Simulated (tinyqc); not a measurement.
Metal-interlayer-semiconductor contact, depinning against tunnelling resistance: two steps of the calculation.

Zero bias, n-type semiconductor. Gap states at the semiconductor surface thin out as exp(-be ti), which unpins the barrier; electrons must then cross the interlayer (a rectangular barrier, no voltage drop across it) and the parabolic depleted layer, both by WKB. Energies E are counted from the Fermi level; no image force, parabolic bands.

Parameters, values chosen for the exercise; semiconductor values close to those of germanium; interlayer mass of the order of that in lanthanum oxide, offset chosen freely: temperature T = 300 K; band gap Eg = 0.638 eV; relative permittivity eps_r = 16.5; electron affinity chi = 4.06 eV; conduction-band density of states at T Nc = 1.04e19 cm^-3; tunnelling mass in the semiconductor mt = 0.118 m0; Richardson mass mA = 1.06 m0; donor density Nd = 1.3e20 cm^-3; charge-neutrality level above the valence band E0 = 0.092 eV; pinning factor without interlayer S0 = 0.05; metal work function phiM = 3.98 eV; interlayer thickness ti = 0.6 nm; conduction-band offset of the interlayer above the semiconductor dE = 2.09 eV; tunnelling mass in the interlayer mi = 0.3 m0; decay constant of gap states through the interlayer be = 5.3 1/nm.

Constants: q = 1.602176634e-19 C, kB = 1.380649e-23 J/K, eps0 = 8.8541878128e-12 F/m, hbar = 1.054571817e-34 J s, h = 6.62607015e-34 J s, m0 = 9.1093837015e-31 kg, Vt = kB T/q, hbar^2/(2 m0) = 0.0380998212 eV nm^2. Results are converted to the units shown.

Problem 1. Pinning, barrier and scales. S = 1/(1 + (1/S0 - 1) exp(-be ti)); phiB = S (phiM - chi) + (1 - S)(Eg - E0); xi = Ec - EF deep inside, from Nd = Nc F(-xi/Vt), F(x) = (2/sqrt(pi)) int_0^infinity sqrt(u) du/(1 + exp(u - x)); band bending U = phiB - xi; E00 = (hbar/2) sqrt(Nd/(eps0 eps_r mt m0)) in volts; A = 4 pi q mA m0 kB^2/h^3.

Give: S; phiB; xi; U; E00; A.

Solution 1.

S = 0.5586
phiB = 0.1963 eV
xi = -0.1649 eV
U = 0.3612 eV
E00 = 0.1517 eV
A = 127.4 A/(cm^2 K^2)

Problem 2. Exponents and integrand on an energy grid. With U = phiB - xi: for xi < E < phiB, y = (E - xi)/U and G1 = (U/E00) [sqrt(1 - y) - y ln((1 + sqrt(1 - y))/sqrt(y))], G1 = 0 above phiB; G2 = 2 ti sqrt(mi max(phiB + dE - E, 0)/C), C = hbar^2/(2 m0); f = 1/(1 + exp(E/Vt)); integrand exp(-G1 - G2) f.

E, point 0 to 16 (eV): -0.16  -0.13562  -0.11125  -0.08688  -0.0625  -0.03812  -0.01375  0.01062  0.035  0.05938  0.08375  0.10812  0.1325  0.15688  0.18125  0.20563  0.23
phiB = 0.19630423 eV
xi = -0.16493485 eV
E00 = 0.15171063 eV

Find: G1; G2; f; integrand.

Solution 2.

```
point      G1      G2          f  integrand (1e-3)
0      2.2725  5.2667    0.99795            0.5307
1      1.9099  5.2404    0.99476            0.7805
2      1.6284  5.2139    0.98666            1.0533
3      1.3878  5.1874    0.96645            1.3478
4      1.1759  5.1606    0.91816            1.6256
5      0.9867  5.1338    0.81375            1.7881
6      0.8169  5.1068    0.62992            1.6852
7      0.6641  5.0797    0.39872            1.2769
8      0.5269  5.0524    0.20524            0.7748
9      0.4044  5.0250   0.091378            0.4008
10     0.2961  4.9974   0.037703            0.1894
11     0.2019  4.9697   0.015034            0.0853
12     0.1223  4.9418  0.0059091            0.0373
13     0.0585  4.9137  0.0023096            0.0160
14     0.0136  4.8855  9.0104e-4            0.0067
15     0.0000  4.8572  3.5109e-4            0.0027
16     0.0000  4.8286  1.3681e-4            0.0011
```

Range of the model: The depletion charge would drop about 0.13 V across such an interlayer (eps_r near 25) at ti = 0.6 nm and Nd = 1.3e20 cm^-3, against a band bending of 0.36 V; this model leaves that drop out.

tinyqc, about 0.03 s, one thread, Intel Xeon 2.30GHz (shared host): `OMP_NUM_THREADS=1 python tinyqc.py 2270140 2270141 out.jsonl`
